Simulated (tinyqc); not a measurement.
Capacitance measurement on a leaky thin oxide: effects of series resistance and leakage: two steps of the calculation.

The device is a capacitance C in parallel with a leakage conductance G, in series with Rs and Ls. An impedance meter reports either a parallel pair (Cp, Gp) from Y = 1/Z = Gp + i w Cp or a series pair (Cs, Rm) from Z = Rm + 1/(i w Cs); w = 2 pi f, dissipation D = Gp/(w |Cp|).

Parameters, values chosen for the exercise; values of the order met in thin-oxide MOS capacitors: relative permittivity of the gate insulator (close to silicon dioxide) eox = 3.9; insulator thickness tox = 0.91 nm; gate area A = 2500 um^2; oxide-equivalent thickness added by the accumulation layer zc = 0.53 nm; oxide-equivalent thickness added by gate depletion zp = 0 nm; gate leakage current density, not matched to the thickness Jg = 0.19 A/cm^2; voltage for an e-fold rise of the leakage Vs = 0.21 V; series resistance Rs = 7 ohm; series inductance Ls = 0 nH; measuring frequency f = 1e5 Hz.

Constants: eps0 = 8.8541878128e-14 F/cm where lengths are in cm. Results are converted to the units shown.

Task 1. True capacitance and conductance. EOT = 3.9 tox/eox; CET = EOT + zc + zp; C = 3.9 eps0 A/CET; G = Jg A/Vs.

Find: EOT; CET; C; G.

Result 1.

EOT = 0.91000 nm
CET = 1.4400 nm
C = 59.950 pF
G = 22.619 uS

Task 2. What the meter reports. Z = Rs + i w Ls + 1/(G + i w C).

C = 59.950230 pF
G = 22.619048 uS

Wanted: Z; Cp; Gp; Cs; D.

Result 2.

Z = (1.172-1.951i) x 1e4 ohm
Cp = 59.93 pF
Gp = 22.63 uS
Cs = 81.57 pF
D = 0.6008

Cp is 0.032 % below C and Cs is 36 % above it; G Rs = 1.58e-4, w C Rs = 2.64e-4 and G/(w C) = 0.600.

Program tinyqc, `OMP_NUM_THREADS=1 python tinyqc.py 2022190 2022191 out.jsonl`; Intel Xeon 2.30GHz, shared host, one thread, about 0.01 s.
